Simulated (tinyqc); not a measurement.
From tunnelling current J_tun back to tunnelling mass m: leakage through a gate insulator: direct, Fowler-Nordheim, trap-assisted and Poole-Frenkel currents. Computed by tinyqc, a small Python program. Command: `OMP_NUM_THREADS=1 python tinyqc.py 3019801 3019802 out.jsonl oxideleak inv`. One thread of a shared host (Intel(R) Xeon(R) Processor @ 2.30GHz), about 0.02 s of CPU time with the checks.

Electrons enter from the cathode Fermi level at x = 0; the conduction band of the insulator lies phi_b - e F x above it, F = V/t. WKB exponents use a parabolic band with mass m.

Inputs (values chosen for the exercise, with an insulator like Si3N4):
```
quantity                        value  unit
thickness t                       2.6    nm
barrier phi_b                    2.12    eV
static constant eps_ox              7     -
voltage across the insulator V    1.5     V
```

Constants: hbar^2/(2 m_0) = 3.80998212 eV angstrom^2; e = 1.602176634e-19 C; hbar = 1.054571817e-34 J s.

Method:
- For a level a distance phi(x) below the band, the WKB exponent is 2 int kappa dx with kappa = sqrt(m phi/(hbar^2/2m_0)); for a linear barrier from phi_1 down to phi_2 = max(phi_1 - e F d, 0) it is G = (4/3) sqrt(m/(hbar^2/2m_0)) (phi_1^(3/2) - phi_2^(3/2))/(e F).
- J_tun = e^3 F^2/(16 pi^2 hbar m phi_b) x exp(-G) / [1 - sqrt(phi_2/phi_b)]^2 with the free-electron mass in the cathode (m in m_0), phi_2 = max(phi_b - e V, 0): direct tunnelling for e V < phi_b, Fowler-Nordheim above. Image forces, back-flow and the limit on supply are left out, so J_tun is overstated below about 0.5 V.
- Equivalent oxide thickness = 3.9 t/eps_ox.

Task: A run gave the result below. Find the tunnelling mass m, known to lie between 0.24 and 0.53 m_0.

tunnelling current J_tun = 1.20019 A/cm^2

Result:

Each step takes the trial c = (a f_b - b f_a)/(f_b - f_a), f being the result less the target and a, b, c the logarithms of the listed values; c replaces end b, the old b replaces a if the sign of f changed, and otherwise f_a is halved.

Scan of the range:
```
tunnelling mass m (m_0)  tunnelling current J_tun (A/cm^2)
0.240                                          1.35973e+02
0.274                                          4.24210e+01
0.313                                          1.22620e+01
0.357                                          3.33626e+00
0.407                                          8.42470e-01
0.464                                          1.95546e-01
0.530                                          4.05194e-02
```

False position (Illinois rule, in the logarithm of the input) inside the bracket:
```
step     end a     end b     trial  tunnelling current J_tun (A/cm^2)
1     0.357000  0.407000  0.399419                            1.03154
2     0.357000  0.399419  0.393350                            1.21490
3     0.399419  0.393350  0.393833                            1.19911
4     0.393350  0.393833  0.393800                            1.20018
5     0.393350  0.393800  0.393800                            1.20020
6     0.393800  0.393800  0.393800                            1.20019
```

Tunnelling current J_tun falls at every point of a 13-point scan of the range (every second point is shown), so one value fits; it is bracketed by 0.357 and 0.407. Answer: tunnelling mass m = 0.3938 m_0.
